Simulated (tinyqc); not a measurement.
What moves the results: propagation of a band-gap error through k.p and effective-mass formulas. A value that a table varies takes the place of the one given here.

Chain, for a gap E (the reference Eg or another value), with Ep and Dso kept: 1/me = 1 + Ep (E + 2 Dso/3)/(E (E + Dso)); g* = 2 - 2 Ep Dso/(3 E (E + Dso)); g1(E) = g1 + (Ep/3)(1/E - 1/Eg), g2(E) = g2 + (Ep/6)(1/E - 1/Eg), light hole 1/(g1 + 2 g2), heavy hole 1/(g1 - 2 g2) along [100]; optical constant ei(E) = 1 + (ei - 1)(EP/(EP + E - Eg))^2, static e0(E) = ei(E) + e0 - ei.

Donor: R = Ry me/e0^2, a_B = a0 e0/me, Mott density (0.26/a_B)^3. Nc, Nv = 2 (m kT/(4 pi c))^(3/2), c = hbar^2/2m0, ni = sqrt(Nc Nv) exp(-E/2kT). Exciton: Ry mu/e0^2 with 1/mu = 1/me + g1(E). 1 angstrom^-3 = 1e24 cm^-3.

Constants: Ry = 13.60569312 eV; a0 (Bohr radius) = 0.5291772105 angstrom; kB = 8.617333262e-05 eV/K; hbar^2/2m0 = 3.80998211 eV angstrom^2.

Parameters, chosen for this exercise (reference values near those of InAs, gap at low temperature; the results hold for these values, not for the real material):
- Eg = 0.422 eV (gap at Gamma to the s-like level)
- Dso = 0.398 eV (spin-orbit splitting)
- Ep = 21.3 eV (Kane energy)
- g1 = 19.93 (Luttinger gamma1)
- g2 = 8.48 (gamma2)
- e0 = 15.06 (static dielectric constant)
- ei = 12.32 (optical dielectric constant)
- EP = 4.46 eV (mean (Penn) gap)
- mh = 0.48 m0 (density-of-states mass of the holes)
- T = 77 K (temperature)
- Eg2 = 0.131 eV (a wrong gap)

## The size of the error

E = f Eg; ratios against f = 1.

Results:

| f | E (eV) | me ratio | light-hole ratio | e0 ratio | donor ratio | Mott ratio | g* | log10 ni ratio |
|---|---|---|---|---|---|---|---|---|
| 0.25 | 0.105 | 0.289 | 0.268 | 1.119 | 0.231 | 0.0173 | -104.395 | 9.95 |
| 0.40 | 0.169 | 0.444 | 0.422 | 1.093 | 0.371 | 0.0668 | -57.070 | 8.02 |
| 0.60 | 0.253 | 0.637 | 0.622 | 1.060 | 0.567 | 0.217 | -32.276 | 5.38 |
| 0.80 | 0.338 | 0.822 | 0.814 | 1.029 | 0.775 | 0.509 | -20.758 | 2.70 |
| 1.00 | 0.422 | 1.000 | 1.000 | 1.000 | 1.000 | 1.00 | -14.332 | 0.00 |
| 1.20 | 0.506 | 1.174 | 1.179 | 0.972 | 1.242 | 1.76 | -10.340 | -2.71 |
| 1.50 | 0.633 | 1.428 | 1.437 | 0.934 | 1.639 | 3.58 | -6.660 | -6.79 |
| 2.00 | 0.844 | 1.840 | 1.838 | 0.876 | 2.399 | 9.27 | -3.391 | -13.61 |

How do the results move?

Between f = 0.8 and 1.2 the mean powers d ln(ratio)/d ln f are 0.88 for me, 0.91 for the light hole, -0.14 for e0, 1.16 for the donor energy and 3.06 for the Mott density; ni moves by -3.20 decades per 0.1 eV, against -0.1 eV/(2 kT ln 10) = -3.27 from the exponential alone, the rest coming from Nc through me^(3/4). g* keeps its sign, from -104.39 to -3.39.

## What each input does

All at E = Eg2. Each row changes one parameter from the base and keeps the others.

Results:

| case | me (m0) | light hole (m0) | e0 | donor (meV) | exciton (meV) | log10 ni |
|---|---|---|---|---|---|---|
| base | 0.0081 | 0.0090 | 16.70 | 0.397 | 0.271 | 12.421 |
| Eg2 = 0.141 eV | 0.0087 | 0.0096 | 16.63 | 0.428 | 0.292 | 12.115 |
| Dso = 0.366 eV | 0.0081 | 0.0090 | 16.70 | 0.395 | 0.270 | 12.418 |
| Ep = 23.004 eV | 0.0075 | 0.0085 | 16.70 | 0.368 | 0.253 | 12.396 |
| g1 = 21.524 | 0.0081 | 0.0088 | 16.70 | 0.397 | 0.269 | 12.421 |
| EP = 4.103 eV | 0.0081 | 0.0090 | 16.85 | 0.390 | 0.266 | 12.421 |
| ei = 11.334 | 0.0081 | 0.0090 | 16.55 | 0.404 | 0.276 | 12.421 |
| mh = 0.442 m0 | 0.0081 | 0.0090 | 16.70 | 0.397 | 0.271 | 12.394 |
| T = 83.16 K | 0.0081 | 0.0090 | 16.70 | 0.397 | 0.271 | 12.788 |

What does this show?

The largest shifts from the base row, up to three for each result and ties (the steps differ in size, so this ranks the rows, not the parameters). me (m0): Ep -0.0006, Eg2 +0.0006; unchanged at the printed digits by Dso, g1, EP, ei, mh and T. light hole (m0): Eg2 +0.0007, Ep -0.0005, g1 -0.0001; unchanged at the printed digits by Dso, EP, ei, mh and T. e0: EP +0.16, ei -0.14, Eg2 -0.06; unchanged at the printed digits by Dso, Ep, g1, mh and T. donor (meV): Eg2 +0.031, Ep -0.029, EP -0.007, ei +0.007; unchanged at the printed digits by g1, mh and T. exciton (meV): Eg2 +0.021, Ep -0.018, EP -0.005, ei +0.005; unchanged at the printed digits by mh and T. log10 ni: T +0.368, Eg2 -0.305, mh -0.027; unchanged at the printed digits by g1, EP and ei.

Program tinyqc; command `OMP_NUM_THREADS=1 python tinyqc.py 1880346 1880347 out.jsonl`; about 0.01 s on one thread of a shared Intel(R) Xeon(R) Processor @ 2.30GHz.
